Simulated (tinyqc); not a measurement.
# Ellipsometry and reflectance of a transparent film on an absorbing substrate: what changes with what

Air (index 1), film, substrate with N2 = n2 - i k2; time factor exp(+i w t). q_j = sqrt(N_j^2 - sin^2 th), root with positive real part. Fresnel coefficients r_s = (q_a - q_b)/(q_a + q_b), r_p = (N_b^2 q_a - N_a^2 q_b)/(N_b^2 q_a + N_a^2 q_b). tan(Psi) exp(i Delta) = R_p/R_s, Delta taken from 0 to 360 degrees.

Inputs (values chosen for the exercise); indices close to those of silicon dioxide on silicon: wavelength lam = 546.1 nm; angle of incidence th = 65 degrees; index of the transparent film n1 = 1.465; film thickness d = 170 nm; index of the substrate n2 = 4.086; extinction coefficient of the substrate k2 = 0.031.

Each table varies one quantity; the others keep the values above.

## Psi and Delta against the film thickness

beta = 2 pi d q1/lam, X = exp(-2 i beta), R = (r01 + r12 X)/(1 + r01 r12 X) for p and s. The last column is the derivative of Delta.

Results:
```
d (nm)  Psi (degrees)  Delta (degrees)   |R_p|^2  |R_s|^2  dDelta/dd (degrees/nm)
0              18.998           179.41  0.077426  0.65320                 -1.7508
2              19.020           175.92  0.077594  0.65302                 -1.7469
4              19.075           172.43  0.078021  0.65251                 -1.7373
8              19.284           165.55  0.079638  0.65055                 -1.7013
10             19.436           162.17  0.080822  0.64909                 -1.6757
12             19.619           158.85  0.082250  0.64730                 -1.6457
14             19.832           155.59  0.083915  0.64518                 -1.6117
16             20.072           152.40  0.085810  0.64272                 -1.5744
```

Estimate the missing row, d = 6 nm.

Computed row:
```
d (nm)  Psi (degrees)  Delta (degrees)   |R_p|^2  |R_s|^2  dDelta/dd (degrees/nm)
6              19.163           168.97  0.078703  0.65169                 -1.7220
```

With this row back in the table: Delta falls from 179.41 to 152.40 degrees while Psi moves from 19.00 to 20.07: Delta changes 25.2 times as much as Psi. With the slope of the first row an error of 0.01 degree in Delta means 0.0057 nm.

## Effect of the index of the transparent film

Same model as above.

dDelta/dd is the derivative of Delta; period lam/(2 q1).

Result of one run:
```
n1    Psi (degrees)  Delta (degrees)  |R_p|^2  |R_s|^2  dDelta/dd (degrees/nm)  period (nm)
2.65          11.39            321.1  0.01401   0.3450                  -6.158        109.6
```

What becomes of these results when the index of the transparent film n1 is changed from 2.65 to 2.45, all else the same?

Result of the changed run:
```
n1    Psi (degrees)  Delta (degrees)  |R_p|^2  |R_s|^2  dDelta/dd (degrees/nm)  period (nm)
2.45          18.32            47.84  0.03388   0.3089                  -4.426        120.0
```

The whole series:
```
n1    Psi (degrees)  Delta (degrees)  |R_p|^2  |R_s|^2  dDelta/dd (degrees/nm)  period (nm)
1.25          50.70            201.4   0.2493   0.1670                   1.712        317.2
1.45          33.81            258.0   0.1836   0.4096                 -0.2982        241.2
1.65          22.11            230.5   0.1001   0.6063                  -1.532        198.0
1.85          19.00            177.9  0.07745   0.6531                  -2.116        169.3
2.05          20.10            134.1  0.08117   0.6060                  -2.039        148.5
2.25          20.61            97.73  0.06627   0.4684                  -2.400        132.6
2.45          18.32            47.84  0.03388   0.3089                  -4.426        120.0
2.65          11.39            321.1  0.01401   0.3450                  -6.158        109.6
```

Psi moves up and down between 11.4 and 50.7 degrees and |R_p|^2 moves up and down between 0.0140 and 0.249. The slope of Delta is largest in size, 6.16 degrees/nm, at n1 = 2.65 among the rows.

tinyqc, about 0.01 s, one thread, Intel Xeon 2.30GHz (shared host): `OMP_NUM_THREADS=1 python tinyqc.py 2870193 2870194 out.jsonl`
